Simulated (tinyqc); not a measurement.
Inside a calculation. Method: plane-wave Kohn-Sham cycle with exchange-only LDA in a layered model solid. One step of it, computed by the program tinyqc.

Question. Iteration 1: levels at that k. Diagonalise the Hermitian matrix.

H (hartree), order -3, -2, -1, +0, +1, +2, +3:
```
[[0.388029, -0.290000, -0.145000, 0.000000, 0.000000, 0.000000, 0.000000],
 [-0.290000, 0.081870, -0.290000, -0.145000, 0.000000, 0.000000, 0.000000],
 [-0.145000, -0.290000, -0.095380, -0.290000, -0.145000, 0.000000, 0.000000],
 [0.000000, -0.145000, -0.290000, -0.143721, -0.290000, -0.145000, 0.000000],
 [0.000000, 0.000000, -0.145000, -0.290000, -0.063153, -0.290000, -0.145000],
 [0.000000, 0.000000, 0.000000, -0.145000, -0.290000, 0.146324, -0.290000],
 [0.000000, 0.000000, 0.000000, 0.000000, -0.145000, -0.290000, 0.484711]]
```

Give: eigenvalues.

Answer.

eigenvalues (hartree): [-0.7812, -0.3253, 0.0738, 0.2608, 0.3388, 0.5722, 0.6596]
